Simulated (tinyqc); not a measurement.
Off-state leakage of single and stacked transistors: one step of the calculation.

n-channel devices of unit width. Subthreshold current I(Vg, Vs, Vd) = I0 (T/300 K)^0.5 exp[(Vg - Vs - VT(T) - gb (Vs - Vb) + dd (Vd - Vs))/(nf Vt)] (1 - exp(-(Vd - Vs)/Vt)), VT(T) = VT - cT (T - 300 K). Gate-edge tunnelling Ig (Vd/1 V) exp(ag (Vd - 1 V)), for a gate at 0 V, and band-to-band leakage Ab u exp(-Bb/u), u = Vd - Vb + 1 V, flow at a drain held at V; both are taken as independent of T. In a stack of off transistors (all gates at 0 V) the same subthreshold current passes through each.

Task. New Vx. Stack of two, Vx the node between them: I_low = I(0, 0, Vx), I_up = I(0, Vx, V), f = ln(I_up/I_low), f' = -(1 + gb + 2 dd)/(nf Vt) - 1/(Vt (exp(Vx/Vt) - 1)) - 1/(Vt (exp((V - Vx)/Vt) - 1)), Vx(new) = Vx - f/f'.

Values chosen for this exercise; values of the order met in bulk silicon logic transistors:

| symbol | value | unit | meaning |
|---|---|---|---|
| T | 330 | K | temperature |
| V | 0.8 | V | supply voltage |
| VT | 0.32 | V | threshold at 300 K, zero drain and body bias |
| cT | 0.9 | mV/K | fall of the threshold with temperature |
| I0 | 0.17 | uA/um | current at threshold at 300 K |
| nf | 1.2 |  | slope factor |
| dd | 0.1 |  | drain-induced lowering per volt |
| gb | 0.22 |  | rise of the threshold per volt of source-body bias |
| Vb | -0.6 | V | body voltage |

Constants: q = 1.602176634e-19 C, kB = 1.380649e-23 J/K, Vt = kB T/q. Results are converted to the units shown.

Vx after iteration 1 = 0.059474076 V

Find: I_low; I_up; f; f'; Vx after iteration 2.

Result.

I_low = 7.2565e-4 nA/um
I_up = 7.2662e-4 nA/um
f = 0.0013344
f' = -46.568 1/V
Vx after iteration 2 = 0.059503 V

Program tinyqc, `OMP_NUM_THREADS=1 python tinyqc.py 2242227 2242228 out.jsonl`; Intel Xeon 2.30GHz, shared host, one thread, about 0.03 s.
